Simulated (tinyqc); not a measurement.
Worked calculation: nanosheet or nanowire with hard walls, valleys of the Si type. Values are carried at full precision from step to step, so a last printed digit may differ when a step is redone from the rounded ones.

Six ellipsoidal valleys along the cube axes: inverse mass tensor w = 1/mt + (1/ml - 1/mt) a a^T with a the unit axis. Device axes: x along the channel, z = [001], y = z x x.

Constants: hbar^2/2m0 = 3.80998211 eV angstrom^2; hbar = 6.58211957e-16 eV s; e^2/h = 3.874045865e-05 S; kB = 8.617333262e-05 eV/K.

Values chosen for the exercise (near those of Si; shifted at random, so the results belong to these values and not to a real crystal): ml = 0.906 m0 (longitudinal mass); mt = 0.192 m0 (transverse mass); channel = 100 (transport direction x on a (001) wafer); W = 55 angstrom (width, along y); H = 36 angstrom (height, along z = [001]); dE = 0.166 eV (EF above the lowest subband edge); T = 300 K (temperature); g_all = 6 (number of valleys).

## Valley masses for a [100] channel

Rotate w into the device axes and group equal valleys (|w_yz| counts); order by w_zz, then w_yy. 1/m_x = w_xx - w_xc w_c^-1 w_cx with c the block (y, z).

Valleys:
```
group  valleys g    w_yy    w_zz  |w_yz|  m_x (m0)
A              2  5.2083  1.1038  0.0000    0.1920
B              2  1.1038  5.2083  0.0000    0.1920
C              2  5.2083  5.2083  0.0000    0.9060
```

The lightest transport mass, 0.192 m0, belongs to groups A and B.

## One-dimensional subbands

Hard walls around a W x H rectangle. The block w_c of w in (y, z) confines; the transport mass follows from 1/m_x = w_xx - w_xc w_c^-1 w_cx. The cross-section problem c (w_yy ky^2 + 2 w_yz ky kz + w_zz kz^2), c = hbar^2/2m0, is solved in products sin(n pi y/W) sin(l pi z/H), n, l = 1 to 12; if w_yz = 0 the levels are c pi^2 (w_yy n^2/W^2 + w_zz l^2/H^2). The w_yz term couples (n, l) to (n', l') by -2 c w_yz D_nn'(W) D_ll'(H) with D_nm(L) = 4 n m/(L (n^2 - m^2)) for n + m odd and 0 otherwise.

The ten lowest levels of all groups together, numbered within each group.

Subbands:
```
label  valleys g  m_x (m0)  E (eV)
A1             2    0.1920  0.0968
B1             2    0.1920  0.1648
A2             2    0.1920  0.1928
B2             2    0.1920  0.2060
C1             2    0.9060  0.2159
B3             2    0.1920  0.2746
A3             2    0.1920  0.2910
A4             2    0.1920  0.3530
B4             2    0.1920  0.3706
A5             2    0.1920  0.3871
```

The lowest subband is A1; the number of further ones in the list within kB T = 25.9 meV of it at 300 K is 0.

## Modes, density and velocity at zero temperature

With EF = E_lowest + dE, each subband below EF has k_F = sqrt(m_x (EF - E)/c), carries n = 2 g k_F/pi electrons per length (spin included), moves at v = 2 c k_F/(hbar m_x) and adds 2 g e^2/h to the ballistic conductance; c = hbar^2/2m0, 1 angstrom/s = 1e-8 cm/s.

Occupied subbands:
```
label  k_F (1/angstrom)  n (1/nm)  v (1e7 cm/s)
A1               0.0915     1.165          5.51
B1               0.0703     0.894          4.24
A2               0.0594     0.756          3.58
B2               0.0535     0.681          3.22
C1               0.1056     1.345          1.35
```

total n = 4.841 1/nm
ballistic conductance = 774.8 microsiemens

EF lies below the last listed level, so the count is complete for these valleys (other families, and non-parabolicity above about 0.2 eV, are left out): 5 subbands with 10 valley modes. The Fermi velocity, averaged with the densities as weights, is 3.50 x 1e7 cm/s; the mean over all filled states moving one way is half of it.

## Threshold shift from confinement

Without degeneracy the line density is N1 exp((EF - Ec)/kB T) with N1 = sum 2 g sqrt(m_x kB T/(4 pi c)) exp(-E/kB T), here over n, l up to 80 where w_yz = 0 and over all levels of a 12 x 12 sine basis otherwise; the classical value is W H Nc with Nc = 2 g_all (m_dos kB T/(4 pi c))^(3/2), m_dos = (ml mt^2)^(1/3); dVt = kB T ln(W H Nc/N1).

Form N1, W H Nc and dVt.

N1 = 0.01094 1/nm
W H Nc = 0.5448 1/nm
dVt = 101.0 mV

## Checks

- Lowest level of group A on a 40 x 40 difference grid against the sine basis, eV: both 0.097.

tinyqc: `OMP_NUM_THREADS=1 python tinyqc.py 1281168 1281169 out.jsonl`; about 0.04 s, one thread, shared Intel(R) Xeon(R) Processor @ 2.30GHz.
